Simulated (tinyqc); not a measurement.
Stillinger-Weber potential for a tetrahedral semiconductor. Inputs raised by 2 %, one at a time. Computed by tinyqc, a small Python program. Command: `OMP_NUM_THREADS=1 python tinyqc.py 3005333 3005334 out.jsonl swsi sens`. One thread of a shared host (Intel(R) Xeon(R) Processor @ 2.30GHz), about 0.07 s of CPU time with the checks.

With x = r/sigma: pair term eps A (B x^-4 - 1) exp(1/(x - a)); for each pair of neighbours j, k of atom i, three-body term eps lambda exp(gamma/(x_ij - a) + gamma/(x_ik - a)) (cos theta_jik + 1/3)^2; both vanish beyond x = a. A = 7.049556277, B = 0.6022245584, a = 1.8.

Inputs (values chosen for the exercise, modelled on germanium): energy scale eps = 1.916 eV; length scale sigma = 2.17 angstrom; three-body strength lambda = 31.8; gamma = 1.2.

Constants: 1 eV/angstrom^3 = 160.2176634 GPa.

Method. All angles are tetrahedral, so only the pair term acts; its minimum lies at x = 2^(1/6) with depth eps, and second neighbours lie beyond the cut-off. a0 = 4 d/sqrt3; E = -2 eps per atom. Second derivatives of the energy per atom, volume a0^3/8: e_xx gives C11, e_xx = -e_yy gives 2 (C11 - C12), e_xy = e_yx = h/2 gives the unrelaxed C44(0). Under that shear the second sublattice shifts by u_z; minimising over u_z gives C44 = C44(0) - E_hu^2/(E_uu V) and Kleinman's zeta = |E_hu/E_uu|/(a0/4). The optical force constant is k = 4 E_uu, with M omega^2 = k at the zone centre.

Runs:
```
input moved                     from       to  C11 (GPa)  C44 (GPa)  internal strain zeta  optical force constant k (eV/angstrom^2)
base run                           -        -     140.87     60.307               0.50154                                    33.930
energy scale eps (eV)          1.916  1.95432     143.69     61.514               0.50154                                    34.608
length scale sigma (angstrom)   2.17   2.2134     132.75     56.829               0.50154                                    32.612
three-body strength lambda      31.8   32.436     142.08     61.107               0.49493                                    34.155
gamma                            1.2    1.224     136.75     57.489               0.52483                                    33.159
```

Exponents ln(y'/y) / ln(x'/x):
```
input                          C11     C44  internal strain zeta  optical force constant k
energy scale eps             1.000   1.000                 0.000                     1.000
length scale sigma          -3.000  -3.000                 0.000                    -2.000
three-body strength lambda   0.430   0.665                -0.670                     0.335
gamma                       -1.498  -2.417                 2.292                    -1.161
```

Among the inputs moved here: C11 answers most in size to length scale sigma (exponent -3.000), next to gamma (-1.498). Its exponent +1.000 in energy scale eps: eps sets the scale. Its exponent -3.000 in length scale sigma: energy over volume. C44 answers most in size to length scale sigma (exponent -3.000), next to gamma (-2.417). Its exponent -3.000 in length scale sigma: energy over volume. Internal strain zeta answers most in size to gamma (exponent +2.292), next to three-body strength lambda (-0.670); its exponent is below 0.0005 for energy scale eps, length scale sigma. Its exponent 0.000 in energy scale eps: zeta depends only on the ratio of bending to stretching stiffness. Optical force constant k answers most in size to length scale sigma (exponent -2.000), next to gamma (-1.161). Its exponent -2.000 in length scale sigma: energy over length squared.

Caution (all rows): the original fit to silicon is too soft in shear (C44) and too stiff for the optical mode.
